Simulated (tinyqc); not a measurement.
Worked calculation: inverse iteration on a symmetric matrix. One step of it, computed by the program tinyqc.

Question. Step 1. solve (A - shift) w = v; v' = w/|w| with its largest component positive (the first on a tie); lambda = v'^T A v'.

A:
```
[[0.799000, 0.108000, -0.175000, -0.311000, -0.070000],
 [0.108000, 0.801000, 0.029000, 0.716000, 0.897000],
 [-0.175000, 0.029000, 3.075000, 0.295000, 0.376000],
 [-0.311000, 0.716000, 0.295000, 3.912000, -0.164000],
 [-0.070000, 0.897000, 0.376000, -0.164000, 4.984000]]
```

vector v at the start: [0.447214, 0.447214, 0.447214, 0.447214, 0.447214]

shift = -0.260000

Give: vector after step 1; Rayleigh quotient after step 1.

Answer.

vector after step 1: [0.7983, 0.5197, 0.2590, 0.1476, 0.0615]

Rayleigh quotient after step 1 = 1.1795
